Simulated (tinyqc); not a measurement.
Gap and screening length from two transmissions.

Inverse problem. At the source junction of a tunnel FET, T(w) = exp(-S), S = 2 pi lam sqrt(m/(C Eg)) [w + Eg/2 - sqrt(w (w + Eg))], C = hbar^2/(2 m0). Find Eg (between 0.1 and 3 eV) and lam.

Parameters, values chosen for the exercise:
- m = 0.029 m0 (band-edge mass of the two-band model)

Constants: q = 1.602176634e-19 C, hbar = 1.054571817e-34 J s, m0 = 9.1093837015e-31 kg, hbar^2/(2 m0) = 0.0380998212 eV nm^2. Results are converted to the units shown.

T(w) at w = 0.06 and 0.42 eV: [0.21938190, 0.60033007]

Answer. The ratio of the two exponents depends on Eg alone and falls steadily with it, which fixes Eg; either exponent then gives lam.

ratio of the two S = 2.973
Eg = 0.3490 eV
lam = 2.100 nm

Computed by the program tinyqc: `OMP_NUM_THREADS=1 python tinyqc.py 2620110 2620111 out.jsonl`, one thread of a shared Intel Xeon 2.30GHz, about 0.01 s for the whole run.
